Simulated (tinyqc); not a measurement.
Inside a calculation. Method: inverse iteration on a symmetric matrix. Computed by tinyqc, a small Python program that keeps every step. Settings: method = inverse, shift = 1.95. Command: `OMP_NUM_THREADS=1 python tinyqc.py 21979 21980 out.jsonl` (the two numbers bound the seeds that draw the settings). One thread of a shared host (Intel(R) Xeon(R) Processor @ 2.60GHz), about 0.01 s of CPU time with the checks.

## Step 1

A, lower triangle:
```
         1        2        3       4       5
1   0.5370
2  -0.0990   0.8990
3  -0.4910  -0.0820   1.6890
4   0.4960  -0.4080   0.2780  3.0940
5   0.1010  -0.7830  -0.7730  0.1630  3.1840
```

vector v at the start: 0.4472  0.4472  0.4472  0.4472  0.4472

shift = 1.9500

solve (A - shift) w = v; v' = w/|w| with its largest component positive (the first on a tie); lambda = v'^T A v'.

vector after step 1: -0.0053  0.4848  0.6288  -0.5282  0.3010

Rayleigh quotient after step 1 = 1.4382

## Step 2

As before.

vector after step 2: -0.2503  -0.0838  0.8870  0.0791  0.3705

Rayleigh quotient after step 2 = 1.6075

## Step 3

As before.

vector after step 3: -0.3741  -0.2236  0.8197  -0.1868  0.3213

Rayleigh quotient after step 3 = 1.6179

## Course of the iteration

Stop when the residual |A v - lambda v| is below 1e-9.

Steps:
```
step    lambda  residual
1     1.438241  1.19e+00
2     1.607496  4.71e-01
3     1.617868  1.16e-01
4     1.617357  2.83e-02
5     1.617262  7.06e-03
6     1.617252  1.79e-03
7     1.617252  4.58e-04
8     1.617252  1.18e-04
9     1.617252  3.05e-05
10    1.617252  7.93e-06
11    1.617252  2.06e-06
12    1.617252  5.37e-07
13    1.617252  1.40e-07
14    1.617252  3.65e-08
15    1.617252  9.54e-09
16    1.617252  2.49e-09
17    1.617252  6.52e-10
```

all eigenvalues, for comparison: 0.2028  0.5840  1.6173  3.2174  3.7816

Converged in 17 steps.
